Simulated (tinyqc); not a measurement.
Ratio and sensitivities against delay: time-domain thermoreflectance: layered heat flow under a modulated pulse train, and what the signal ratio measures. Computed by tinyqc, a small Python program. Command: `OMP_NUM_THREADS=1 python tinyqc.py 3110588 3110589 out.jsonl tdtr walk`. One thread of a shared host (Intel(R) Xeon(R) Processor @ 2.30GHz), about 0.2 s of CPU time with the checks.

Pulses repeat at 80 MHz; heat is laid down at the surface, all layers are isotropic, and the film is in perfect contact with the substrate.

Inputs (values chosen for the exercise, modelled on aluminium on silica):
```
quantity                                value        unit
metal thickness d                          78          nm
metal conductivity                        130     W/(m K)
metal heat capacity                      2.42  MJ/(m^3 K)
boundary conductance G under the metal     46  MW/(m^2 K)
film thickness                            140          nm
film conductivity                        0.78     W/(m K)
film heat capacity                        1.8  MJ/(m^3 K)
substrate conductivity kappa             1.25     W/(m K)
substrate heat capacity C                 1.6  MJ/(m^3 K)
modulation frequency f                      2         MHz
spot radius w (1/e^2, pump and probe)      16  micrometre
```

Stack: metal, film, substrate.

Method:
- For radial wave number k and angular frequency W each layer has u = sqrt(4 pi^2 k^2 + i W C/kappa) and gamma = kappa u. Surface impedance from below: Z = 1/gamma for the substrate; a layer of thickness L maps Z to (Z + tanh(u L)/gamma)/(1 + gamma Z tanh(u L)); a boundary adds 1/G.
- Response per absorbed watt H(W) = 2 pi int_0^(2/w) Z(k, W) exp(-pi^2 k^2 w^2) k dk by 20 Gauss-Legendre points.
- Signal: X + iY = sum_(m = -M..M) H(2 pi (f + m f_r)) exp(i 2 pi m f_r t) exp(-pi (m/M)^2 x 4), f_r = 80 MHz, M = 4000, with H(-W) the complex conjugate of H(W); V_in = X, V_out = Y, ratio = -V_in/V_out.
- Sensitivity S = ln(ratio'/ratio)/ln(1.01) for a rise of one input by 1 %.

Ratio and sensitivities:
```
t (ps)    ratio  S to kappa     S to G    S to d   S to C     S to w  S to film conductivity
100     0.95497     0.19087  -0.012294  -0.56881  0.19086  -0.081953                 0.14101
200     0.94446     0.19194  -0.017638  -0.56357  0.19193  -0.082125                 0.13795
400     0.92661     0.19380  -0.024620  -0.54951  0.19379  -0.082414                 0.13203
800     0.89669     0.19708  -0.032750  -0.52728  0.19706  -0.082917                 0.12120
1500    0.85366     0.20222  -0.040027  -0.49860  0.20219  -0.083724                 0.10492
2500    0.80287     0.20906  -0.044951  -0.46944  0.20902  -0.084877                 0.08563
4000    0.73940     0.21911  -0.048223  -0.43951  0.21905  -0.086758                 0.06201
```

What follows from these numbers?

The largest sensitivity in size at 100 ps is to d (-0.57). G is hardly felt. kappa and C enter almost alike, through the effusivity. At 400 ps an error of 3 % in d passes on as 9 % in kappa.

Extremes, crossings and ranges named in words are read from the listed rows.
